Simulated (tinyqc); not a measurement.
## Trap density from one capacitance

Question. Traps spread evenly through the insulator exchange electrons with the semiconductor by tunnelling, with tau(x) = t0 exp(2 ka x) at depth x from the interface. The admittance per area Y seen at depth x obeys dY/dx = -Y^2/(i w eps0 eox) + q Nb ln(1 + i w tau)/tau, with Y(0) = i w Cs and w = 2 pi f; the gate sees Y(tox) = G + i w C. Working variable y = Y/(i w), in uF/cm^2. Cox = eps0 eox/tox. Find Nb and G/w.

Values chosen for this exercise: relative permittivity of the insulator eox = 8.62; insulator thickness tox = 11 nm; semiconductor capacitance in accumulation Cs = 1.2 uF/cm^2; decay constant of the wave function in the insulator ka = 5.7 1/nm; time constant of a trap at the interface t0 = 5e-11 s; frequency f = 1000 Hz.

Constants: q = 1.602176634e-19 C, eps0 = 8.8541878128e-14 F/cm where lengths are in cm. Results are converted to the units shown.

C = 0.51214779 uF/cm^2

Solution. C rises steadily with Nb, so one density matches; in practice ka and t0 must come from the frequency dependence.

Nb = 2.50e19 cm^-3 eV^-1
G/w = 0.00701 uF/cm^2

Numbers from tinyqc (`OMP_NUM_THREADS=1 python tinyqc.py 2202033 2202034 out.jsonl`; about 0.7 s on one thread of a shared Intel Xeon 2.30GHz).
